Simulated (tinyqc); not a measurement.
Band-to-band tunnelling in a uniform field: complex band structure along [001] in sp3s* tight binding.

For k = (0, 0, kz) the phase sums are g0 = cos(phi) and g3 = i sin(phi), phi = kz a/4, and the s, pz, s* orbitals of anion (a) and cation (c) decouple from px, py. With z = exp(i phi), H(z) = H0 + z T + T^T/z for any complex z. H0 is diagonal (Esa, Epa, Exa, Esc, Epc, Exc). The anion-cation block is B(z) = z U + W/z and the cation-anion block z W^T + U^T/z, where U has Vss/2 (s,s), Vsapc/2 (s,z), -Vscpa/2 (z,s), Vxx/2 (z,z), Vxapc/2 (s*,z), -Vpaxc/2 (z,s*), and W has the same values with the s-z and s*-z signs reversed. |z| = 1 is a band state, |z| < 1 decays along [001] as exp(-kappa d) over a distance d, kappa = -(4/a) ln|z|. No spin-orbit coupling.

Constants: hbar^2/2m0 = 3.80998211 eV angstrom^2.

Inputs chosen for the exercise (out of a larger set: near a published set for GaSb, fitted to gaps, whose masses and valley positions are rough (light masses up to twice too heavy); not measured data): p = (-7.296, 0.855, -3.895, 2.913, 6.634, 6, -6.147, 1.579, 4.138, 4.963, 4.684, 5.008, 4.213) eV (order Esa, Epa, Esc, Epc, Exa, Exc, Vss, Vxx, Vxy, Vsapc, Vscpa, Vxapc, Vpaxc); a = 6.091 angstrom (lattice constant).

Ev = -0.00070 eV
EG (direct gap) = 0.78307 eV

masses of this model, from the curvature at Gamma (m0): m_lh 0.05340, m_e 0.06545

WKB at zero transverse momentum: T = exp(-2 I/(eF)), I = integral of kappa dE across the direct gap (8 Gauss-Legendre points in theta, E = EG sin^2 theta, 0 to pi/2); 1 MV/cm = 0.01 V/angstrom. The two-band form gives I = (pi/8) sqrt(m/c) EG^(3/2) with m = 2 m_lh m_e/(m_lh + m_e).

Tunnelling:
```
F (MV/cm)  path EG/eF (angstrom)  exponent 2I/eF  T, tight binding  T, two-band
0.50                       156.6          13.490          1.39e-06     1.34e-06
0.75                       104.4           8.993          0.000124     0.000121
1.50                        52.2           4.497            0.0111       0.0110
2.00                        39.2           3.372            0.0343       0.0340
3.00                        26.1           2.248             0.106        0.105
4.00                        19.6           1.686             0.185        0.184
```

Give the missing row, F (MV/cm) = 1.00.

Computed row:
```
F (MV/cm)  path EG/eF (angstrom)  exponent 2I/eF  T, tight binding  T, two-band
1.00                        78.3           6.745           0.00118      0.00116
```

I, tight binding = 0.033724 eV/angstrom
I, two-band = 0.033810 eV/angstrom

The two-band integral is +0.26 % from the tight-binding one, which makes the two-band T 0.9661 times the other at 0.5 MV/cm and 0.9957 times at 4 MV/cm. Doubling the field from 1 to 2 MV/cm halves the exponent and raises T by a factor 29.1. Where the exponent falls below about 2 the WKB form is only a guide.

Program tinyqc; command `OMP_NUM_THREADS=1 python tinyqc.py 1481673 1481674 out.jsonl`; about 0.01 s on one thread of a shared Intel(R) Xeon(R) Processor @ 2.30GHz.
